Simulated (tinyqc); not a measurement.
Inside a calculation. Model: Weibull analysis of times to dielectric breakdown, with area scaling.

Numbers from tinyqc (`OMP_NUM_THREADS=1 python tinyqc.py 2070039 2070040 out.jsonl`; about 0.01 s on one thread of a shared Intel Xeon 2.30GHz). Printed values are rounded.

Breakdown times follow F(t) = 1 - exp(-(t/t63)^beta). The 12 times below were drawn at random from beta = 1.5, t63 = 1600 s and are treated as data; all samples failed.

Values chosen for this exercise: area of a test capacitor A1 = 410 um^2; gate area of the product A2 = 1.5e6 um^2; allowed share of failed products Fp = 1e-6.

## Median ranks and the Weibull scale

t, i 1 to 12 (s): 235  426  638  820  1030  1480  1870  2080  2320  2490  2780  3930

F_i = (i - 0.3)/(n + 0.4) for the sorted times, W_i = ln(-ln(1 - F_i)).

```
i           F          W      ln t
1   0.0564516  -2.845458  5.459586
2   0.1370968  -1.914248  6.054439
3   0.2177419  -1.404171  6.458338
4   0.2983871  -1.037404  6.709304
5   0.3790323  -0.741338  6.937314
6   0.4596774  -0.485176  7.299797
7   0.5403226  -0.252019  7.533694
8   0.6209677  -0.030321  7.640123
9   0.7016129   0.190094  7.749322
10  0.7822581   0.421630  7.820038
11  0.8629032   0.686660  7.930206
12  0.9435484   1.055834  8.276395
```

## Straight-line fit

Least squares of W on ln t: beta = sum (x - mean x)(W - mean W)/sum (x - mean x)^2 with x = ln t, and ln t63 = mean x - mean W/beta.

beta = 1.329838
t63 = 1908.364 s

beta is 11 % below the value that made the data and t63 19 % above it.

## Iteration 1: likelihood estimate of beta

beta at the start = 1.3

Maximum likelihood: a(beta) = 1/beta with a = sum t^beta ln t/sum t^beta - mean ln t. Newton step: beta(new) = beta - [a - 1/beta]/[v + 1/beta^2], v the variance of ln t under the weights t^beta.

beta after iteration 1 = 1.542901

## Iteration 2: likelihood estimate of beta

As before.

beta after iteration 2 = 1.586697

## Course of the iteration

Stop when beta changes by less than 1e-9, or after 40 iterations.

Course of the iteration:
```
iteration      beta    change
1          1.542901     0.243
2          1.586697    0.0438
3          1.587765   1.07e-3
4          1.587766   6.05e-7
5          1.587766  1.96e-13
```

Converged in 5 iterations.

## Scale parameter and projection to the product

converged beta = 1.587766

t63 = (mean of t^beta)^(1/beta). Defects are spread at random, so -ln(1 - F) is proportional to the area: t63(A2) = t63 (A1/A2)^(1/beta), and the time to the share Fp is t63(A2) (-ln(1 - Fp))^(1/beta).

t63 = 1865.922 s
t63 of the product = 10.63326 s
time to Fp = 0.001769182 s
decades lost against t63 = 6.023121

The straight-line values give 1.23e-4 s for the time to Fp and the values that made the data 6.74e-4 s: with 12 samples beta is uncertain by about 0.78/sqrt(n) = 23 %, and the projection hangs on 1/beta.
